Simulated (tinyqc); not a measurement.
Lattice vibrations of a chain, step by step. One step of it, computed by the program tinyqc.

Question. Dynamical matrix at q = 0.37. q is in units of 2 pi/a. A spring k from atom i to atom j, n cells on, adds k to Phi_ii and Phi_jj, -k exp(2 pi i q n) to Phi_ij and the conjugate to Phi_ji (for one atom a cell: 2k (1 - cos 2 pi q n)); D_ij = Phi_ij / sqrt(m_i m_j).

A chain moving along its axis:
```
atom   mass (u)  spring to the next atom (eV/angstrom^2)
1      3.500000                                18.100000
2     99.300000                                26.100000
```

Give: D(q).

Answer.

D(q) (eV/(angstrom^2 u)):
$$\begin{pmatrix}
12.6286 & -0.0125+1.0206i \\
-0.0125-1.0206i & 0.4451
\end{pmatrix}$$
